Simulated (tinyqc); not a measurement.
Wafer bonding and layer transfer: bond energy, gap closing, particles, bonding of dissimilar wafers and hydrogen blisters: one step, computed by the program tinyqc. Command: `OMP_NUM_THREADS=1 python tinyqc.py 3028993 3028994 out.jsonl bond walk`. One thread of a shared host (Intel(R) Xeon(R) Processor @ 2.30GHz), about 0.01 s of CPU time with the checks.

gamma is the energy per area of each of the two surfaces; plates are isotropic.

Problem. Does a shallow gap close? E' = E1/(1 - nu^2), equal wafers of thickness t1 assumed. A gap of radius R closes if h_g < h_c: h_c = R^2/sqrt((2/3) E' t1^3/gamma) for R > 2 t1 (plate bending), h_c = 3.6 sqrt(R gamma/E') for R < 2 t1 (local deformation).

Inputs (values chosen for the exercise, for model wafers):

| quantity | value | unit |
|---|---|---|
| Young's modulus E1 | 132 | GPa |
| Poisson ratio nu | 0.25 | - |
| thickness t1 | 775 | micrometre |
| thickness t2 | 1000 | micrometre |
| crack length L | 14 | mm |
| radius of a shallow gap R | 0.03 | mm |
| half height of the gap h_g | 1.3 | nm |

bond energy gamma = 0.4746184 J/m^2

Give: closable height h_c; h_g/h_c.

Solution.

closable height h_c = 36.20 nm

h_g/h_c = 0.03591

The gap closes. Caution: the crack is short against the thickness, so root rotation and shear add to the beam formula.
